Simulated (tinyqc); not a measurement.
Hueckel theory of the pi electrons with the omega technique, for the molecule C=CC1=CC=CC=CC1=C (SMILES; centres numbered as the heavy atoms are written), step by step. One step of it, computed by the program tinyqc.

Task: Energy, charges, bond orders. E = sum n x; q_r = z_r - P_rr; bond order p = P_rs; free valence = sqrt(3) - sum of p over the bonds of the atom.

final x values: 2.216965  1.567953  1.393456  0.897787  0.138686  -0.318255  -0.797714  -1.160787  -1.803889  -2.134201

occupations: 2.000000  2.000000  2.000000  2.000000  2.000000  0.000000  0.000000  0.000000  0.000000  0.000000

final P:
```
            1C         2C         3C         4C         5C         6C         7C         8C
1C    0.981956   0.874108   0.031624  -0.334791  -0.028697   0.235904   0.037695  -0.194526
2C    0.874108   0.998831   0.458109   0.001655  -0.099091   0.011934   0.041236  -0.048896
3C    0.031624   0.458109   0.965943   0.693843   0.039909  -0.293410  -0.074118   0.215725
4C   -0.334791   0.001655   0.693843   0.978156   0.552885   0.034771  -0.116833  -0.084231
5C   -0.028697  -0.099091   0.039909   0.552885   0.974847   0.729761   0.025545  -0.316783
6C    0.235904   0.011934  -0.293410   0.034771   0.729761   0.969514   0.529533   0.050371
7C    0.037695   0.041236  -0.074118  -0.116833   0.025545   0.529533   0.985745   0.767086
8C   -0.194526  -0.048896   0.215725  -0.084231  -0.316783   0.050371   0.767086   0.956890
9C   -0.081715  -0.017985   0.383180   0.017567  -0.053716  -0.079866  -0.000619   0.444142
10C   0.141814  -0.108126  -0.141487  -0.279415   0.212154   0.184679  -0.328714  -0.125322

            9C        10C
1C   -0.081715   0.141814
2C   -0.017985  -0.108126
3C    0.383180  -0.141487
4C    0.017567  -0.279415
5C   -0.053716   0.212154
6C   -0.079866   0.184679
7C   -0.000619  -0.328714
8C    0.444142  -0.125322
9C    1.019918   0.799338
10C   0.799338   1.168200
```

Centres:
```
centre  z_r, pi electrons of the neutral centre         h
1C                                            1  0.000000
2C                                            1  0.000000
3C                                            1  0.000000
4C                                            1  0.000000
5C                                            1  0.000000
6C                                            1  0.000000
7C                                            1  0.000000
8C                                            1  0.000000
9C                                            1  0.000000
10C                                           1  0.000000
```

Bonds:
```
i   j  k
1   2  1
2   3  1
3   4  1
4   5  1
5   6  1
6   7  1
7   8  1
8   9  1
9  10  1
9   3  1
```

Give: pi energy = 10 alpha + this times beta; pi charges; Bond orders and lengths from R = 1.517 - 0.180 p; free valence of the carbons; gap between the highest filled and the next level.

Result:

pi energy = 10 alpha + this times beta = 12.430

pi charges: 1C 0.018, 2C 0.001, 3C 0.034, 4C 0.022, 5C 0.025, 6C 0.030, 7C 0.014, 8C 0.043, 9C -0.020, 10C -0.168

Bond orders and lengths from R = 1.517 - 0.180 p (angstrom, C-C alone):
```
bond      p      R
1-2   0.874  1.360
2-3   0.458  1.435
3-4   0.694  1.392
4-5   0.553  1.417
5-6   0.730  1.386
6-7   0.530  1.422
7-8   0.767  1.379
8-9   0.444  1.437
9-10  0.799  1.373
9-3   0.383  1.448
```

free valence of the carbons: 1C 0.858, 2C 0.400, 3C 0.197, 4C 0.485, 5C 0.449, 6C 0.473, 7C 0.435, 8C 0.521, 9C 0.105, 10C 0.933

gap between the highest filled and the next level = 0.457 |beta|
